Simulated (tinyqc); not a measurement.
RHF in the sto-3g basis, for B+, spin multiplicity 1, step by step. This run ends on a higher stationary point, not on the lowest solution. One step of it, computed by the program tinyqc.

Question. Iteration 2: building the Fock matrix. J_ij = sum D_kl (ij|kl), K_ij = sum D_kl (ik|jl); F = H + J - 0.5 K; E = tr D H + tr D J / 2 - 0.25 tr D K + E_nn.

D after iteration 1, order 1B 1s, 1B 2s, 1B 2px, 1B 2py, 1B 2pz:
$$\begin{pmatrix}
2.007438 & -0.013989 & 0.000000 & 0.000000 & 0.000000 \\
-0.013989 & 0.000097 & 0.000000 & 0.000000 & 0.000000 \\
0.000000 & 0.000000 & 0.000000 & 0.000000 & 0.000000 \\
0.000000 & 0.000000 & 0.000000 & 2.000000 & 0.000000 \\
0.000000 & 0.000000 & 0.000000 & 0.000000 & 0.000000
\end{pmatrix}$$

core Hamiltonian H = T + V (hartree), order 1B 1s, 1B 2s, 1B 2px, 1B 2py, 1B 2pz:
$$\begin{pmatrix}
-12.321086 & -3.187330 & 0.000000 & 0.000000 & 0.000000 \\
-3.187330 & -3.412465 & 0.000000 & 0.000000 & 0.000000 \\
0.000000 & 0.000000 & -2.617559 & 0.000000 & 0.000000 \\
0.000000 & 0.000000 & 0.000000 & -2.617559 & 0.000000 \\
0.000000 & 0.000000 & 0.000000 & 0.000000 & -2.617559
\end{pmatrix}$$

Two-electron integrals (ij|kl) in chemists' order, unique and non-zero (hartree):
```
(11|11) 2.923513   (21|11) 0.518376   (21|21) 0.109262   (22|11) 0.744229
(22|21) 0.193177   (22|22) 0.544804   (31|31) 0.020264   (32|31) 0.029996
(32|32) 0.120346   (33|11) 0.742491   (33|21) 0.193240   (33|22) 0.544682
(33|33) 0.586773   (41|41) 0.020264   (42|41) 0.029996   (42|42) 0.120346
(43|43) 0.031630   (44|11) 0.742491   (44|21) 0.193240   (44|22) 0.544682
(44|33) 0.523513   (44|44) 0.586773   (51|51) 0.020264   (52|51) 0.029996
(52|52) 0.120346   (53|53) 0.031630   (54|54) 0.031630   (55|11) 0.742491
(55|21) 0.193240   (55|22) 0.544682   (55|33) 0.523513   (55|44) 0.523513
(55|55) 0.586773
```

nuclear repulsion = 0 hartree

Give: Coulomb J; exchange K; Fock matrix F; total energy of this density.

Answer.

Coulomb J (hartree), order 1B 1s, 1B 2s, 1B 2px, 1B 2py, 1B 2pz:
$$\begin{pmatrix}
7.3393 & 1.4240 & 0.0000 & 0.0000 & 0.0000 \\
1.4240 & 2.5780 & 0.0000 & 0.0000 & 0.0000 \\
0.0000 & 0.0000 & 2.5322 & 0.0000 & 0.0000 \\
0.0000 & 0.0000 & 0.0000 & 2.6587 & 0.0000 \\
0.0000 & 0.0000 & 0.0000 & 0.0000 & 2.5322
\end{pmatrix}$$

exchange K (hartree), order 1B 1s, 1B 2s, 1B 2px, 1B 2py, 1B 2pz:
$$\begin{pmatrix}
5.8948 & 1.0887 & 0.0000 & 0.0000 & 0.0000 \\
1.0887 & 0.4547 & 0.0000 & 0.0000 & 0.0000 \\
0.0000 & 0.0000 & 0.1031 & 0.0000 & 0.0000 \\
0.0000 & 0.0000 & 0.0000 & 1.2134 & 0.0000 \\
0.0000 & 0.0000 & 0.0000 & 0.0000 & 0.1031
\end{pmatrix}$$

Fock matrix F (hartree), order 1B 1s, 1B 2s, 1B 2px, 1B 2py, 1B 2pz:
$$\begin{pmatrix}
-7.9292 & -2.3076 & 0.0000 & 0.0000 & 0.0000 \\
-2.3076 & -1.0618 & 0.0000 & 0.0000 & 0.0000 \\
0.0000 & 0.0000 & -0.1369 & 0.0000 & 0.0000 \\
0.0000 & 0.0000 & 0.0000 & -0.5656 & 0.0000 \\
0.0000 & 0.0000 & 0.0000 & 0.0000 & -0.1369
\end{pmatrix}$$

total energy of this density = -23.432029 hartree
